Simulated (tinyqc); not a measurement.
Permeation of metal atoms or ions through a thin barrier or dielectric: time lag, field-aided drift and lifetime. From failure time at T back to concentration at the source side C0. Computed by tinyqc, a small Python program. Command: `OMP_NUM_THREADS=1 python tinyqc.py 3015390 3015391 out.jsonl barrier inv`. One thread of a shared host (Intel(R) Xeon(R) Processor @ 2.30GHz), about 0.05 s of CPU time with the checks.

The film 0 < x < d is empty at first; C = C0 at x = 0 and C = 0 at x = d. dC/dt = D d2C/dx2 - v dC/dx with drift v = D z e V/(k_B T d) (uniform field, no space charge).

Inputs (values chosen for the exercise, for a model case: singly charged ions through a dielectric):

| quantity | value | unit |
|---|---|---|
| thickness d | 48 | nm |
| prefactor D0 | 1.6e-06 | cm^2/s |
| activation energy E | 0.802 | eV |
| charge number z | 1 | - |
| voltage V (positive drives ions across) | 0.055 | V |
| critical dose Q_c | 8e+08 | 1/cm^2 |
| test temperature T | 150 | C |
| use temperature T_u | 85 | C |

Constants: k_B = 8.617333262e-05 eV/K.

Method:
- D = D0 exp(-E/(k_B T)); time scale d^2/D; Peclet number P = z V/(k_B T), k_B T in eV; 1 nm = 1e-7 cm.
- Temperatures in kelvin are T(C) + 273.15.
- Steady flux J = (D C0/d) P/(1 - exp(-P)); time lag in units of d^2/D: s_L = [P (1 + exp(-P))/(1 - exp(-P)) - 2]/P^2 (P = 0: J = D C0/d, s_L = 1/6).
- Dose through the film Q(s) = C0 d {f (s - s_L) - 2 exp(P/2) sum_(n=1..200) (-1)^n n^2 pi^2 exp(-l_n s)/l_n^2}, l_n = n^2 pi^2 + P^2/4, f = P/(1 - exp(-P)) the relative flux.
- Solve Q = Q_c for s. At the use temperature D and P take T_u, with the same C0 and V; 1 year = 3.15576e7 s.

Task: A run gave the result below. Find the concentration at the source side C0, known to lie between 9.8e+13 and 1.9e+14 1/cm^3.

failure time at T = 41397.16 s

Result:

Each step takes the trial c = (a f_b - b f_a)/(f_b - f_a), f being the result less the target and a, b, c the logarithms of the listed values; c replaces end b, the old b replaces a if the sign of f changed, and otherwise f_a is halved.

Scan of the range:

| concentration at the source side C0 (1/cm^3) | failure time at T (s) |
|---|---|
| 9.80e+13 | 53307.4 |
| 1.09e+14 | 48759.6 |
| 1.22e+14 | 44441.8 |
| 1.36e+14 | 40714.3 |
| 1.52e+14 | 37293.7 |
| 1.70e+14 | 34212.9 |
| 1.90e+14 | 31471.3 |

False position (Illinois rule, in the logarithm of the input) inside the bracket:

| step | end a | end b | trial | failure time at T (s) |
|---|---|---|---|---|
| 1 | 1.22000e+14 | 1.36000e+14 | 1.33320e+14 | 41367.3 |
| 2 | 1.22000e+14 | 1.33320e+14 | 1.33093e+14 | 41423.9 |
| 3 | 1.33320e+14 | 1.33093e+14 | 1.33200e+14 | 41397.1 |
| 4 | 1.33093e+14 | 1.33200e+14 | 1.33200e+14 | 41397.2 |

Failure time at T falls at every point of a 13-point scan of the range (every second point is shown), so one value fits; it is bracketed by 1.22e14 and 1.36e14. Answer: concentration at the source side C0 = 1.332e14 1/cm^3.

Caution: grain boundaries, pinholes, trapping and space charge are left out; thin real barriers usually fail at defects.
